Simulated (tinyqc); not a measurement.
Superjunction drift layer against a plain one, charge balance: effect of the wanted breakdown voltage.

Alternating n and p pillars of equal width wp, doping N and length Lp. When depleted, the lateral field peaks at Ex = q N wp/(2 eps0 eps_r) at the pillar junctions and a uniform vertical field Ey is added; breakdown is taken where Ex^2 + Ey^2 = Ef^2. Only the n pillars conduct, narrowed by the zero-bias depletion. A first-order model: the field peaks at the pillar ends are left out.

Ec(N) = E16 (N/1e16 cm^-3)^(1/8), mu(N) = mi + (mx - mi)/(1 + (N/Nr)^0.9). Plain drift layer for BV: N solves BV = eps0 eps_r Ec(N)^2/(2 q N), W = 2 BV/Ec, Rsp = W/(q mu N). Ex = a Ef gives N = 2 eps0 eps_r a Ef/(q wp); Ey = Ef sqrt(1 - a^2); Lp = BV/Ey; xd = sqrt(eps0 eps_r Vb/(q N)) on each side; Rsp = 2 Lp/(q mu(N) N (1 - 2 xd/wp)). An imbalance dl leaves the mean net doping |dl| N/2, which tilts the vertical field by s = q |dl| N/(2 eps0 eps_r): BV(dl) = Ey Lp - s Lp^2/2, or Ey^2/(2 s) if the field reaches zero inside the pillar.

Inputs (values chosen for the exercise); values close to those of gallium nitride:
- eps_r = 9.41 (relative permittivity of the semiconductor)
- E16 = 2.94 MV/cm (critical field at a doping of 1e16 cm^-3)
- mx = 1090 cm^2/(V s) (mobility at low doping)
- mi = 60.7 cm^2/(V s) (mobility at high doping)
- Nr = 2e17 cm^-3 (reference doping of the mobility)
- wp = 1 um (width of each pillar)
- Ef = 2.6 MV/cm (critical field inside the pillars)
- a = 0.52 (lateral peak field as a share of Ef)
- Vb = 2.8 V (built-in voltage of the pillar junctions)
- dl = -4.8 % (charge imbalance (Nn - Np)/N)

Constants: q = 1.602176634e-19 C, eps0 = 8.8541878128e-14 F/cm where lengths are in cm. Results are converted to the units shown.

The same in every row: N (cm^-3) = 1.406e17.

Results:

| BV (V) | Lp (um) | Rsp, pillars (mohm cm^2) | Rsp, plain (mohm cm^2) | BV(dl) (V) |
|---|---|---|---|---|
| 220 | 0.9906 | 0.01682 | 0.005187 | 216.8 |
| 350 | 1.576 | 0.02677 | 0.01318 | 341.9 |
| 540 | 2.432 | 0.04130 | 0.03333 | 520.8 |
| 850 | 3.827 | 0.06500 | 0.09258 | 802.5 |
| 1300 | 5.854 | 0.09942 | 0.2500 | 1189 |
| 2000 | 9.006 | 0.1529 | 0.7017 | 1737 |
| 5000 | 22.51 | 0.3824 | 6.620 | 3355 |

Estimate the missing row, BV = 3200 V.

Computed row:

| BV (V) | Lp (um) | Rsp, pillars (mohm cm^2) | Rsp, plain (mohm cm^2) | BV(dl) (V) |
|---|---|---|---|---|
| 3200 | 14.41 | 0.2447 | 2.206 | 2526 |

With this row back in the table: As BV goes from 220 to 5000 V, Rsp of the pillars rises from 0.0168 to 0.382 mohm cm^2 and BV with the imbalance rises from 217 to 3360 V. Rsp goes as BV^(1.00) for the pillars and BV^(2.29) for the plain layer; the pillars win in 5 of the 8 rows. For BV = 220 to 540 V the aspect ratio Lp/wp is under 3, where a pillar model without end effects fails.

Computed by the program tinyqc: `OMP_NUM_THREADS=1 python tinyqc.py 2590007 2590008 out.jsonl`, one thread of a shared Intel Xeon 2.30GHz, about 0.01 s for the whole run.
